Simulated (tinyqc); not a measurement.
Two-band tight binding of a puckered layer: one step. Masses. Three cases, with inputs chosen for the exercise.

Problem. Electrons: c/(ex + gx + chi^2/(2 h0)) along x, c/(ey + gy) along y; holes: the same with -ex and -ey; c = hbar^2/2m0. The coefficients stand in the order gx, gy, ex, ey.

With X = kx ax/2 and Y = ky ay/2: h = t2 + 2 cos(Y) (t1 exp(iX) + t3 exp(-iX)) + t5 exp(2iX), d = 4 t4 cos(X) cos(Y), H = [[d, h], [h*, d]], E = d -/+ |h|.

Constants: hbar^2/2m0 = 3.80998211 eV angstrom^2.

Give: masses; density-of-states mass sqrt(mx my); my/mx.

Case 1.

h0 = 0.704000 eV
chi = -4.793930 eV angstrom

gx, gy, ex, ey (eV angstrom^2): 7.983253  4.009238  1.106900  0.594792

Solution.

masses (m0):
```
               x       y
electron  0.1499  0.8275
hole      0.1642  1.1158
```

density-of-states mass sqrt(mx my) (m0): electron 0.3522, hole 0.4281

my/mx: electron 5.52, hole 6.79

Along x the term chi^2/(2 h0) = 16.32 eV angstrom^2 couples the bands and makes both carriers light; along y it is absent.

Case 2.

h0 = 0.748000 eV
chi = -4.847100 eV angstrom

gx, gy, ex, ey (eV angstrom^2): 7.977500  3.946935  0.974743  0.520415

Solution.

masses (m0):
```
               x       y
electron  0.1545  0.8529
hole      0.1678  1.1119
```

density-of-states mass sqrt(mx my) (m0): electron 0.3630, hole 0.4319

my/mx: electron 5.52, hole 6.63

Along x the term chi^2/(2 h0) = 15.70 eV angstrom^2 couples the bands and makes both carriers light; along y it is absent.

Case 3.

h0 = 0.777000 eV
chi = -4.897440 eV angstrom

gx, gy, ex, ey (eV angstrom^2): 7.792402  3.826418  1.081267  0.569717

Solution.

masses (m0):
```
               x       y
electron  0.1567  0.8667
hole      0.1720  1.1699
```

density-of-states mass sqrt(mx my) (m0): electron 0.3686, hole 0.4486

my/mx: electron 5.53, hole 6.80

Along x the term chi^2/(2 h0) = 15.43 eV angstrom^2 couples the bands and makes both carriers light; along y it is absent.

Computed by tinyqc, one run a case: `OMP_NUM_THREADS=1 python tinyqc.py N N+1 out.jsonl` with N = 1451321, 1452056, 1452683; one thread of a shared Intel(R) Xeon(R) Processor @ 2.30GHz, about 0.01 s a run at most.
